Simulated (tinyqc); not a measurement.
Thermal and gravitational stress in a wafer during furnace and rapid thermal processing, and the onset of slip: one step, computed by the program tinyqc. Command: `OMP_NUM_THREADS=1 python tinyqc.py 3020001 3020002 out.jsonl slip walk`. One thread of a shared host (Intel(R) Xeon(R) Processor @ 2.30GHz), about 0.01 s of CPU time with the checks.

A thin free disc in plane stress, isotropic; T(r) = T_centre + dT (r/R)^n with n = 2. Stress is positive in tension; sigma_SB = 5.670374419e-8 W/(m^2 K^4), g = 9.80665 m/s^2.

Task: Resolved stress round the edge. At the edge the stress is uniaxial along the tangent d = (cos phi, sin phi, 0) of a (001) wafer; the Schmid factor is the largest |(d.n)(d.b)| over the twelve {111}<110> systems.

Inputs (values chosen for the exercise, modelled on silicon): edge less centre temperature dT = -39 K.

Temperature profile: parabolic.

hoop stress at the edge = 13.64883 MPa

Give: Schmid factor and resolved stress at phi = 0, 7.5, 15, 22.5, 30, 37.5 and 45 degrees from [100].

Result:

Schmid factor and resolved stress at phi = 0, 7.5, 15, 22.5, 30, 37.5 and 45 degrees from [100]:

| phi from [100] (degrees) | Schmid factor | resolved stress (MPa) |
|---|---|---|
| 0.0 | 0.4082 | 5.572 |
| 7.5 | 0.4541 | 6.198 |
| 15.0 | 0.4830 | 6.592 |
| 22.5 | 0.4928 | 6.726 |
| 30.0 | 0.4830 | 6.592 |
| 37.5 | 0.4541 | 6.198 |
| 45.0 | 0.4082 | 5.572 |

The factor is 1/sqrt(6) = 0.408 along <100> and <110> and peaks at 0.4928 at 22.5 degrees, so slip, if any, starts at eight places between these directions.
